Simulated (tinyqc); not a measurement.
Empirical pseudopotential in a few plane waves, step by step. One step of it, computed by the program tinyqc.

Question. Bloch Hamiltonian at k. Basis: the 15 shortest G (labels in 2 pi/a), the same at every k. H(G,G') = c |k + G|^2 delta + VS(|G-G'|^2) cos((G-G').tau) + i VA sin((G-G').tau), tau = a/8 (1,1,1); 1 Ry = 13.605693 eV.

Parameters chosen for this model: fcc lattice, atoms at +/- a/8 (1,1,1); form factors in rydberg at |G|^2 in units of (2 pi/a)^2:
```
parameter                 value      unit
a                      6.060000  angstrom
VS(3)                 -0.198000        Ry
VS(8)                  0.055000        Ry
VS(11)                 0.058000        Ry
VA(3)                         0        Ry
VA(4)                         0        Ry
VA(11)                        0        Ry
hbar^2/2m (2 pi/a)^2   4.095787        eV
```

k point k (2 pi / a): 0.000000  -0.530000  -0.410000

Give: H(k) at k.

Answer.

H(k) at k (eV):
```
         +0+0+0   -1-1-1   -1-1+1   -1+1-1   -1+1+1   +1-1-1   +1-1+1   +1+1-1
+0+0+0   1.8390   1.9049  -1.9049  -1.9049  -1.9049  -1.9049  -1.9049  -1.9049
-1-1-1   1.9049  21.8265   0.0000   0.0000  -0.7483   0.0000  -0.7483  -0.7483
-1-1+1  -1.9049   0.0000  15.1094   0.7483   0.0000   0.7483   0.0000   0.0000
-1+1-1  -1.9049   0.0000   0.7483  13.1434   0.0000   0.7483   0.0000   0.0000
-1+1+1  -1.9049  -0.7483   0.0000   0.0000   6.4263   0.0000   0.7483   0.7483
+1-1-1  -1.9049   0.0000   0.7483   0.7483   0.0000  21.8265   0.0000   0.0000
+1-1+1  -1.9049  -0.7483   0.0000   0.0000   0.7483   0.0000  15.1094   0.7483
+1+1-1  -1.9049  -0.7483   0.0000   0.0000   0.7483   0.0000   0.7483  13.1434
+1+1+1   1.9049   0.0000  -0.7483  -0.7483   0.0000  -0.7483   0.0000   0.0000
-2+0+0   0.0000  -1.9049  -1.9049  -1.9049   1.9049   0.5580  -0.5580  -0.5580
+0-2+0   0.0000  -1.9049  -1.9049   0.5580  -0.5580  -1.9049   1.9049  -0.5580
+0+0-2   0.0000  -1.9049   0.5580  -1.9049  -0.5580  -1.9049  -0.5580   1.9049
+0+0+2   0.0000  -0.5580   1.9049  -0.5580  -1.9049  -0.5580  -1.9049   0.5580
+0+2+0   0.0000  -0.5580  -0.5580   1.9049  -1.9049  -0.5580   0.5580  -1.9049
+2+0+0   0.0000  -0.5580  -0.5580  -0.5580   0.5580   1.9049  -1.9049  -1.9049

         +1+1+1   -2+0+0   +0-2+0   +0+0-2   +0+0+2   +0+2+0   +2+0+0
+0+0+0   1.9049   0.0000   0.0000   0.0000   0.0000   0.0000   0.0000
-1-1-1   0.0000  -1.9049  -1.9049  -1.9049  -0.5580  -0.5580  -0.5580
-1-1+1  -0.7483  -1.9049  -1.9049   0.5580   1.9049  -0.5580  -0.5580
-1+1-1  -0.7483  -1.9049   0.5580  -1.9049  -0.5580   1.9049  -0.5580
-1+1+1   0.0000   1.9049  -0.5580  -0.5580  -1.9049  -1.9049   0.5580
+1-1-1  -0.7483   0.5580  -1.9049  -1.9049  -0.5580  -0.5580   1.9049
+1-1+1   0.0000  -0.5580   1.9049  -0.5580  -1.9049   0.5580  -1.9049
+1+1-1   0.0000  -0.5580  -0.5580   1.9049   0.5580  -1.9049  -1.9049
+1+1+1   6.4263  -0.5580  -0.5580  -0.5580  -1.9049  -1.9049  -1.9049
-2+0+0  -0.5580  18.2222   0.7483   0.7483  -0.7483  -0.7483   0.0000
+0-2+0  -0.5580   0.7483  26.9052   0.7483  -0.7483   0.0000  -0.7483
+0+0-2  -0.5580   0.7483   0.7483  24.9392   0.0000  -0.7483  -0.7483
+0+0+2  -1.9049  -0.7483  -0.7483   0.0000  11.5051   0.7483   0.7483
+0+2+0  -1.9049  -0.7483   0.0000  -0.7483   0.7483   9.5391   0.7483
+2+0+0  -1.9049   0.0000  -0.7483  -0.7483   0.7483   0.7483  18.2222
```
